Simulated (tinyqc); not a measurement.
Against doping: dopants and charged point defects at anneal temperature: Fermi-level effect, clustering and pairing. Computed by tinyqc, a small Python program. Command: `OMP_NUM_THREADS=1 python tinyqc.py 3026467 3026468 out.jsonl pairing walk`. One thread of a shared host (Intel(R) Xeon(R) Processor @ 2.30GHz), about 0.02 s of CPU time with the checks.

Boltzmann statistics and full ionisation of active dopants. Energies are counted from the valence band; the defect (a vacancy or self-interstitial) has five charge states, with all degeneracy factors one.

Inputs (values chosen for the exercise, with bands modelled on GaAs):
```
quantity,value,unit
gap at 0 K E_g0,1.54,eV
Varshni alpha,0.000528,eV/K
Varshni beta,206,K
electron mass m_e,0.0656,m_0
valleys M_c,1,-
hole mass m_h,0.51,m_0
anneal temperature T,950,K
total dopant density N,1.5e+19,cm^-3
formation enthalpy of the neutral defect H_f,2.69,eV
formation entropy S_f,7.9,k_B
site density N_s,2.9e+22,cm^-3
dopant atoms per cluster k,3,-
cluster binding energy E_b,1.83,eV
```

Dopant: acceptor. Second part: clustering of the dopant.

defect levels as fractions of E_g(T): (2+/+), (+/0), (0/-), (-/2-): [0.18, 0.064, 0.36, 0.8]

Constants: m_0 = 9.1093837015e-31 kg; k_B = 1.380649e-23 J/K; h = 6.62607015e-34 J s; k_B = 8.617333262e-05 eV/K.

Method:
- E_g = E_g0 - alpha T^2/(T + beta).
- N_c = 2 M_c (2 pi m_e k_B T/h^2)^(3/2) and N_v = 2 (2 pi m_h k_B T/h^2)^(3/2), masses in units of m_0.
- n_i = sqrt(N_c N_v) exp(-E_g/2 k_B T); E_i = E_g/2 + (k_B T/2) ln(N_v/N_c).
- p = A/2 + sqrt(A^2/4 + n_i^2) for an active density A.
- k ionised dopants and k carriers form one neutral cluster: C = N_s (A/N_s)^k (p/N_b)^k exp(E_b/k_B T), N_b the effective density of states of the majority band, and N = A + k C (60 bisections in ln A between ln N - 90 and ln N).
- chi = n/n_i (for acceptors n_i/p); E_F = E_i + k_B T ln chi; field enhancement h = 1 + A/sqrt(A^2 + 4 n_i^2).
- C_0 = N_s exp(S_f/k_B) exp(-H_f/k_B T). Ratios to the neutral state at E_F = E_i: r_+ = exp((E(+/0) - E_i)/k_B T), r_2+ = r_+ exp((E(2+/+) - E_i)/k_B T), r_- = exp((E_i - E(0/-))/k_B T), r_2- = r_- exp((E_i - E(-/2-))/k_B T); at other E_F state q scales as chi^(-q). The enhancement is sum r_q chi^(-q)/sum r_q. The charge on the defects is left out of neutrality.
- chi = n/n_i; h = 1 + A/sqrt(A^2 + 4 n_i^2); the dopant diffusivity over its intrinsic value is D/D_i = enhancement x h x A/N, if every charge state carries the dopant equally well.

E_g = 1.12779 eV

k_B T = 0.0818647 eV

n_i = 1.12814e+16 cm^-3

E_i = 0.689811 eV

effective density of states N_b of the majority band = 5.15028e+19 cm^-3

neutral defects C_0 = 4.19561e+11 cm^-3

Charge states:
```
state,ratio r,intrinsic (cm^-3),doped (cm^-3)
2+,1.38325e-06,5.80358e+05,1.83288e+11
+,5.28981e-04,2.21940e+08,1.24725e+11
0,1.00000e+00,4.19561e+11,4.19561e+11
-,3.20340e+01,1.34402e+13,2.39159e+10
2-,2.39183e+00,1.00352e+12,3.17751e+06
```

Trend at the anneal temperature:
```
N (cm^-3),active A (cm^-3),chi,defect enhancement,mean charge,D/D_i
3.40e+14,3.4000e+14,9.8504e-01,0.98447,-1.0378,0.99931
1.40e+15,1.4000e+15,9.3987e-01,0.93776,-1.0335,0.99583
5.80e+15,5.8000e+15,7.7545e-01,0.77004,-1.0160,0.96176
2.40e+16,2.4000e+16,3.9625e-01,0.39717,-0.9554,0.68655
1.00e+17,1.0000e+17,1.1141e-01,0.12995,-0.7871,0.25671
4.20e+17,4.2000e+17,2.6841e-02,0.05316,-0.4459,0.10624
1.70e+18,1.6968e+18,6.6483e-03,0.03737,-0.0536,0.07460
7.20e+18,5.0328e+18,2.2416e-03,0.04469,0.4515,0.06247
3.00e+19,7.4369e+18,1.5169e-03,0.05641,0.7518,0.02797
```

What follows from these numbers?

Well below n_i = 1.13e16 cm^-3 chi and the enhancement are near 1. At any doping d ln(enhancement)/d ln chi equals minus the mean charge, which goes from -1.04 to +0.75 over the rows. The defect density first falls, because doping removes the states with the sign of the ionised dopant before it feeds the opposite ones. Clustering bends A over: its exponent in N falls to 0.27, towards 1/(2k) = 0.167.
